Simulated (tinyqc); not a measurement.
Admittance spectroscopy of a deep trap: one step of the calculation.

Schottky contact on an n-type layer with shallow donors Nd (all ionised) and a donor-like deep trap, neutral when filled and positive when empty; depletion approximation. Traps within lam of the depletion edge stay filled. The traps at xt = W - lam, where the level crosses the Fermi level, follow a slow signal and not a fast one. w = 2 pi f.

Problem. Admittance at the signal frequency. Emission rate en = sn vth(T) Nc(T) exp(-Et/kB T) = sn g T^2 exp(-Et/kB T), g = vth Nc/(300 K)^2, as vth goes as T^0.5 and Nc as T^1.5 (degeneracy factor 1). Inflection frequency w0 = 2 en [1 + Nt xt/(Nd W)]; C = C_HF + (C_LF - C_HF)/(1 + (w/w0)^2), G/w = (C_LF - C_HF)(w/w0)/(1 + (w/w0)^2).

Inputs (values chosen for the exercise); material values those of a made-up semiconductor: conduction-band density of states at 300 K Nc = 1.44e19 cm^-3; thermal velocity at 300 K vth = 2e7 cm/s; shallow donor density Nd = 6e15 cm^-3; depth of the trap below the conduction edge Et = 0.2 eV; capture cross-section sn = 4.4e-15 cm^2; trap density Nt = 2.3e14 cm^-3; signal frequency f = 36000 Hz; temperature T = 159 K.

Constants: q = 1.602176634e-19 C, kB = 1.380649e-23 J/K. Results are converted to the units shown.

W = 454.71910 nm
xt = 328.55974 nm
C_HF = 15.811081 nF/cm^2
C_LF = 15.974706 nF/cm^2

Wanted: en; w0/(2 pi); C; G/w.

Solution.

en = 1.629e5 1/s
w0/(2 pi) = 5.331e4 Hz
C = 15.92 nF/cm^2
G/w = 0.07589 nF/cm^2

The signal lies near the inflection, where the loss is largest.

Program tinyqc, `OMP_NUM_THREADS=1 python tinyqc.py 2050004 2050005 out.jsonl`; Intel Xeon 2.30GHz, shared host, one thread, about 0.01 s.
